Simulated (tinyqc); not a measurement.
# Bias-temperature instability, empirical power law with universal recovery: several studies

Threshold-voltage shift at the end of a stress: dV = A (V/V0)^g exp[-(Ea q/kB)(1/T - 1/T0)] (t/1 s)^n. After a delay tr the permanent share pp stays and the rest falls by r = 1/(1 + B (tr/t)^be). An empirical model: its parameters are fits, not properties.

Values chosen for this exercise:
```
symbol  value  unit                                  meaning
V0          2     V                 reference stress voltage
T0        398     K                    reference temperature
A          16    mV             shift after 1 s at V0 and T0
n        0.13                                  time exponent
g         6.3                               voltage exponent
Ea       0.09    eV  apparent activation energy of the shift
pp       0.38                                permanent share
B         4.3                                 recovery scale
be       0.11                            recovery dispersion
V           1     V                              use voltage
T         398     K                          use temperature
dc         30    mV                        failure criterion
ts        100     s                              stress time
```

Constants: q = 1.602176634e-19 C, kB = 1.380649e-23 J/K. Results are converted to the units shown.

Each table varies one quantity; the others keep the values above.

## Effect of the time exponent at a fixed measured point

The lifetime solves dV = dc; ten years are 3.15576e8 s. A is rescaled so that the shift at ts, V0 and T0 stays the same.

Results:
```
nx	A (mV)	shift after ten years (mV)	lifetime (years)
0.1	18.37	1.650	3.943e13
0.125	16.37	2.399	5.982e9
0.15	14.59	3.487	1.701e7
0.2	11.59	7.370	1.118e4
0.225	10.33	10.71	971.7
0.25	9.207	15.57	137.7
0.275	8.206	22.64	27.83
0.3	7.313	32.91	7.343
```

Estimate the missing row, nx = 0.175.

Computed row:
```
nx	A (mV)	shift after ten years (mV)	lifetime (years)
0.175	13.01	5.070	2.584e5
```

With this row back in the table: The ten-year shift rises from 1.65 to 32.9 mV and the lifetime falls from 3.94e13 to 7.34 years: an error of 0.025 in the exponent changes the shift by a factor of 1.45 over the 6.50 decades from ts to ten years. For nx = 0.1, 0.125, 0.15, 0.175, 0.2 the lifetime is a formal extrapolation far beyond any test.

## Lifetime against voltage

Same model as above.

Results:
```
V (V)	shift after ten years (mV)	lifetime (years)
0.6	0.1035	8.718e19
1	2.585	1.546e9
1.2	8.154	2.249e5
1.4	21.53	128.1
1.6	49.94	0.1983
1.8	104.9	6.582e-4
2	203.7	3.989e-6
```

Estimate the missing row, V = 0.8 V.

Computed row:
```
V (V)	shift after ten years (mV)	lifetime (years)
0.8	0.6338	7.686e13
```

With this row back in the table: The shift goes as V^6.3 and the lifetime as V^(-48.5): 5 % more voltage adds 36.0 % to the shift and divides the lifetime by 10.6. 5 of the 8 rows pass ten years. For V = 0.6, 0.8, 1, 1.2 the lifetime is a formal extrapolation far beyond any test.

## Effect of the measurement delay

Same model as above.

At V0 and T0. The apparent n comes from the measured shifts at ts/100 and ts, and the projection extends that line from ts to ten years (3.15576e8 s).

The same in every row: true shift (mV) = 203.7.

Effect of the measurement delay:
```
tr (s)	share left at ts	apparent n	projected shift (mV)
1e-6	0.7757	0.1525	221.1
1e-5	0.7383	0.1543	216.2
0.0001	0.6995	0.1555	208.6
0.001	0.6603	0.1560	198.4
0.01	0.6221	0.1557	186.1
0.1	0.5859	0.1547	172.7
1	0.5527	0.1531	159.0
10	0.5229	0.1510	145.8
```

Read the table: what changes, and by how much?

The share left falls from 0.776 to 0.523 and the apparent n goes from 0.152 through a maximum of 0.156 (at tr = 0.001 s among the rows listed) to 0.151. The projection is 8.6 % above the true ten-year shift in the first row and 28 % below it in the last: a lower start and a steeper slope work against each other.

Computed by the program tinyqc: `OMP_NUM_THREADS=1 python tinyqc.py 2070169 2070170 out.jsonl`, one thread of a shared Intel Xeon 2.30GHz, about 0.01 s for the whole run.
